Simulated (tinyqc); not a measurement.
Comparisons within one model: ellipsoidal valleys in the axes of a wafer and a channel. A value that a table varies takes the place of the one given here.

Valleys with axes a along x, y and z, two valleys each; inverse mass tensor w = 1/mt + (1/ml - 1/mt) a a. Device axes: z = nz/|nz|, x = nx/|nx|, y = z cross x; in them a = (ax, ay, az). Confinement mass mz = 1/w_zz. In the plane w_ij is replaced by u_ij = w_ij - w_iz w_jz/w_zz (i, j = x, y); density-of-states mass md = 1/sqrt(det u); conductivity mass along x mc = 1/u_xx; ballistic transport mass mx = u_yy/det u, width mass my = 1/u_yy.

Hard walls: E_n = c (n pi/t)^2/mz, c = hbar^2/2m0, n = 1, 2, 3. Non-degenerate share of a valley proportional to md sum_n exp(-E_n/kT); mean 1/mc = sum of share/mc. 1 nm = 10 angstrom.

Constants: hbar^2/2m0 = 3.80998211 eV angstrom^2; kB = 8.617333262e-05 eV/K.

Inputs chosen for the exercise (near those of the Delta valleys of Si; the results hold for these values, not for the real material):
```
symbol  value       unit  meaning
ml      0.939       m0    longitudinal mass
mt      0.197       m0    transverse mass
t       7.9         nm    thickness of the film
T       300         K     temperature
nz      (1, 1, 1)         surface normal (confinement)
nx      (1, 1, -2)        channel direction
```

## Wafer and channel orientation

For each face/channel: the lowest ladder (mz, number of valleys, md, E1, share) and the mean conductivity mass over all valleys.

Results:
```
face/channel     mz  valleys     md  E1 (meV)  share  mean mc
(001)/[110]   0.939        2  0.197       6.4  0.478   0.2482
(111)/[11-2]  0.267        6  0.369      22.5  1.000   0.3067
(111)/[1-10]  0.267        6  0.369      22.5  1.000   0.3067
(100)/[011]   0.939        2  0.197       6.4  0.478   0.2482
(110)/[1-11]  0.326        4  0.335      18.5  0.730   0.3224
(110)/[1-10]  0.326        4  0.335      18.5  0.730   0.3765
(110)/[001]   0.326        4  0.335      18.5  0.730   0.2504
```

The mean conductivity mass is lowest, 0.2482, for (001)/[110] and (100)/[011] and highest, 0.3765, for (110)/[1-10]; the bulk value is 0.2674. The confinement energy is lowest on the face with the heaviest mz ((001), 6 meV). The density of states of the lowest ladder, valleys times md, runs between 0.394 and 2.215; a small value limits the charge through the quantum capacitance.

## What each parameter does

Lowest E1, its share and the mean conductivity mass. Each row changes one parameter from the base and keeps the others.

Results:
```
case           lowest E1 (meV)   share  mean mc (m0)
base                     22.53  1.0000        0.3067
ml = 1.033 m0            22.33  1.0000        0.3124
mt = 0.177 m0            24.83  1.0000        0.2813
t = 7.11 nm              27.81  1.0000        0.3067
T = 330 K                22.53  1.0000        0.3067
```

The largest shifts from the base row, up to three for each result and ties (the steps differ in size, so this ranks the rows, not the parameters). lowest E1 (meV): t +5.28, mt +2.30, ml -0.19; unchanged at the printed digits by T. share: unchanged at the printed digits by ml, mt, t and T. mean mc (m0): mt -0.0253, ml +0.0058; unchanged at the printed digits by t and T.

Run: tinyqc, `OMP_NUM_THREADS=1 python tinyqc.py 1881183 1881184 out.jsonl`; Intel(R) Xeon(R) Processor @ 2.30GHz, one thread, shared host; about 0.01 s of CPU time with all checks.
